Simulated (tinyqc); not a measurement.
# Changing the oxidant pressure p

Model: Deal-Grove kinetics of thermal oxidation of silicon. Computed by tinyqc, a small Python program. Command: `OMP_NUM_THREADS=1 python tinyqc.py 3029179 3029180 out.jsonl oxide sweep`. One thread of a shared host (Intel(R) Xeon(R) Processor @ 2.30GHz), about 0.3 s of CPU time with the checks.

Oxidant diffuses through the oxide and reacts at the interface, so that dx/dt = B/(A + 2x) for the oxide thickness x.

Inputs (values chosen for the exercise, close to those used for silicon): prefactor B0 = 853 um^2/h; activation energy E_B = 1.22 eV; prefactor (B/A)0 = 6.58e+06 um/h; activation energy E_A = 2 eV; temperature T = 1050 C; pressure exponent m of B/A = 0.74; initial oxide x_i = 0.005 um; time t = 9.6 h.

Ambient: dry oxygen. Surface: (111).

Constants: k_B = 8.617333262e-05 eV/K.

Method:
- B = B0 p exp(-E_B/(k_B T)), B/A = (B/A)0 p^m exp(-E_A/(k_B T)), p in atm; A = B/(B/A).
- Temperatures in kelvin are T(C) + 273.15.
- tau = (x_i^2 + A x_i)/B and x = (A/2) [sqrt(1 + 4 B (t + tau)/A^2) - 1], the root of x^2 + A x = B (t + tau).
- Silicon consumed is 0.44 times the oxide grown; the rate is B/(A + 2x).

One run for each value; columns: (1) oxidant pressure p (atm); (2) oxide thickness x (um); (3) length A (um); (4) final growth rate (um/h); (5) parabolic constant B (um^2/h):
```
(1)      (2)      (3)      (4)         (5)
0.05  0.0737  0.05564  0.00474  9.6168e-04
0.12  0.1192  0.06987  0.00749  2.3080e-03
0.3   0.1961  0.08866  0.01200  5.7701e-03
0.72  0.3140  0.11132  0.01873  1.3848e-02
1.7   0.4956  0.13919  0.02893  3.2697e-02
4.2   0.7975  0.17609  0.04561  8.0781e-02
10    1.2534  0.22064  0.07052  1.9234e-01
25    2.0134  0.27999  0.11165  4.8084e-01
```

Over the rows, oxide thickness x (um) rises from 0.0737 to 2.01 (exponent d ln y / d ln x 0.55 between the first rows and 0.52 between the last); length A (um) rises from 0.0556 to 0.280 (exponent d ln y / d ln x about 0.26 throughout); final growth rate (um/h) rises from 0.00474 to 0.112 (exponent d ln y / d ln x about 0.51 throughout). At the high end the exponent of oxide thickness x is 0.52, close to 0.50: x = sqrt(B t) with B proportional to p. B is proportional to p and B/A to p^0.74, so A goes as p^0.26. The exponent of x is bounded by m in the linear regime and tends to 1/2 in the parabolic one.
